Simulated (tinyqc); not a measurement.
Comparisons within one model: two-band k.p model of the Delta valleys near the X point under shear strain. A value that a table varies takes the place of the one given here.

Valley pair on the [001] axis, kz counted from the X point, c = hbar^2/2m0, k0 = kx0 2 pi/a. H = (c kz^2/ml + c (kx^2 + ky^2)/mt + c k0^2/ml) 1 + (2 c k0 kz/ml) sigma_z + (D exy - 2 c kx ky/Mp) sigma_x, so E = c kz^2/ml + c (kx^2 + ky^2)/mt + c k0^2/ml -/+ sqrt((2 c k0 kz/ml)^2 + (D exy - 2 c kx ky/Mp)^2). Without strain the lower band has its minima, E = 0, at kz = +/- k0. Shifts from diagonal strain are left out.

For |eta| < 1: k_min = k0 sqrt(1 - eta^2), E_min = -Delta eta^2/2, ml(eta) = ml/(1 - eta^2), 1/m[110] = 1/mt + eta/Mp, 1/m[1-10] = 1/mt - eta/Mp. For |eta| > 1 the minimum sits at X: E_min = -Delta (2 |eta| - 1)/2, ml(eta) = ml/(1 - 1/|eta|), and eta is replaced by its sign in the transverse masses. Here Delta = 2 c k0^2/ml and eta = D exy/Delta.

s11 = (C11 + C12)/((C11 - C12)(C11 + 2 C12)), s12 = -C12/((C11 - C12)(C11 + 2 C12)), s44 = 1/C44; exx = s11 sxx + s12 (syy + szz) and cyclic, exy = s44 sxy/2; tension is positive. A uniaxial stress X along the unit vector n is s_ij = X n_i n_j.

Constants: hbar^2/2m0 = 3.80998211 eV angstrom^2; kB = 8.617333262e-05 eV/K.

Inputs chosen for the exercise (near those of Si; not measured data):

| symbol | value | unit | meaning |
|---|---|---|---|
| a | 5.434 | angstrom | lattice constant |
| ml | 0.932 | m0 | longitudinal mass |
| mt | 0.197 | m0 | transverse mass |
| kx0 | 0.156 | 2 pi/a | distance of the minimum from X |
| D | 12.8 | eV | shear deformation potential |
| Mp | 0.234 | m0 | coupling mass |
| C11 | 163.4 | GPa |  |
| C12 | 63 | GPa |  |
| C44 | 80.4 | GPa |  |
| Xu | 8.77 | eV | uniaxial potential |
| T | 400 | K | temperature |
| exy | 0.014 |  | shear strain |

## Sweep of the shear strain

Delta = 2 c k0^2/ml, eta = D exy/Delta.

The minimum:

| exy | eta | k_min/k0 | E_min (meV) | ml(eta) | m[110] | m[1-10] | density-of-states mass |
|---|---|---|---|---|---|---|---|
| 0.0000 | 0.000 | 1.000 | 0.0 | 0.932 | 0.1970 | 0.1970 | 0.331 |
| 0.0021 | 0.101 | 0.995 | -1.4 | 0.942 | 0.1816 | 0.2153 | 0.333 |
| 0.0052 | 0.250 | 0.968 | -8.3 | 0.994 | 0.1627 | 0.2496 | 0.343 |
| 0.0104 | 0.500 | 0.866 | -33.3 | 1.243 | 0.1386 | 0.3404 | 0.389 |
| 0.0156 | 0.751 | 0.661 | -74.9 | 2.135 | 0.1207 | 0.5352 | 0.517 |
| 0.0187 | 0.900 | 0.436 | -107.7 | 4.896 | 0.1121 | 0.8124 | 0.764 |
| 0.0249 | 1.198 | 0.000 | -185.7 | 5.636 | 0.1070 | 1.2459 | 0.909 |
| 0.0333 | 1.602 | 0.000 | -293.2 | 2.479 | 0.1070 | 1.2459 | 0.691 |

The valleys reach X at eta = 1, that is exy = 0.0208. The shift is quadratic up to eta = 1 (-8.3 meV at eta = 0.25, -33.3 meV at 0.50) and linear beyond, while 1/m[110] rises linearly, taking m[110] from 0.197 to its floor 0.1070, a gain of 84 % in 1/m. ml(eta) diverges at eta = 1; the largest value listed is 5.64. A deformation-potential model with fixed masses misses all of this.

## Tension along [110]: repopulation and mass change

The z valleys move against the x and y valleys by Xu (ezz - exx) and, through the shear, by E_min. Share of the z valleys n = w/(w + 2 exp(dE/kT)), dE the total relative shift, w = sqrt(ml(eta) m[110] m[1-10]/(ml mt^2)). Along [110]: 1/m_c = n/m[110] + (1 - n)(1/ml + 1/mt)/2. Fixed masses means E_min = 0, w = 1, m[110] = mt. Gains are against 3/(1/ml + 2/mt) at a fixed scattering time.

Results:

| X (GPa) | Xu (ezz - exx) (meV) | E_min (meV) | m[110] | m_c fixed masses | m_c with shear | gain fixed (%) | gain with shear (%) |
|---|---|---|---|---|---|---|---|
| 0.00 | 0.0 | 0.0 | 0.1970 | 0.2673 | 0.2673 | 0.0 | 0.0 |
| 0.25 | -10.9 | -0.2 | 0.1910 | 0.2571 | 0.2527 | 3.9 | 5.8 |
| 0.50 | -21.8 | -0.7 | 0.1853 | 0.2472 | 0.2372 | 8.1 | 12.7 |
| 1.00 | -43.7 | -3.0 | 0.1750 | 0.2296 | 0.2072 | 16.4 | 29.0 |
| 1.50 | -65.5 | -6.7 | 0.1657 | 0.2167 | 0.1828 | 23.4 | 46.2 |
| 2.00 | -87.4 | -11.9 | 0.1574 | 0.2082 | 0.1654 | 28.3 | 61.6 |
| 3.00 | -131.0 | -26.8 | 0.1430 | 0.2004 | 0.1443 | 33.4 | 85.2 |

At 1 GPa repopulation alone gives 16.4 % and the shear terms raise it to 29.0 %. From 2 to 3 GPa the fixed-mass gain grows by 5.0 points, towards its ceiling of 35.7 % when all electrons sit in the z valleys, whereas the gain with shear grows by 23.6 points because m[110] keeps falling.

## What each parameter does

Delta = 2 c k0^2/ml, eta = D exy/Delta. Each row changes one parameter from the base and keeps the others.

Results:

| case | eta | E_min (meV) | ml(eta) (m0) | m[110] (m0) | m[1-10] (m0) |
|---|---|---|---|---|---|
| base | 0.6736 | -60.36 | 1.7063 | 0.1257 | 0.4551 |
| ml = 0.86676 m0 | 0.6265 | -56.13 | 1.4267 | 0.1290 | 0.4169 |
| mt = 0.18321 m0 | 0.6736 | -60.36 | 1.7063 | 0.1199 | 0.3877 |
| kx0 = 0.16692 2 pi/a | 0.5884 | -52.72 | 1.4255 | 0.1317 | 0.3904 |
| D = 13.696 eV | 0.7208 | -69.10 | 1.9399 | 0.1226 | 0.5011 |
| Mp = 0.25038 m0 | 0.6736 | -60.36 | 1.7063 | 0.1288 | 0.4192 |
| exy = 0.01498 | 0.7208 | -69.10 | 1.9399 | 0.1226 | 0.5011 |

The largest shifts from the base row, up to three for each result and ties (the steps differ in size, so this ranks the rows, not the parameters). eta: kx0 -0.0853, ml -0.0472, exy +0.0472, D +0.0472; unchanged at the printed digits by mt and Mp. E_min (meV): exy -8.75, D -8.75, kx0 +7.64; unchanged at the printed digits by mt and Mp. ml(eta) (m0): kx0 -0.2808, ml -0.2796, exy +0.2335, D +0.2335; unchanged at the printed digits by mt and Mp. m[110] (m0): kx0 +0.0060, mt -0.0058, ml +0.0033. m[1-10] (m0): mt -0.0674, kx0 -0.0647, exy +0.0460, D +0.0460.

Run: tinyqc, `OMP_NUM_THREADS=1 python tinyqc.py 1080527 1080528 out.jsonl`; Intel(R) Xeon(R) Processor @ 2.30GHz, one thread, shared host; about 0.01 s of CPU time with all checks.
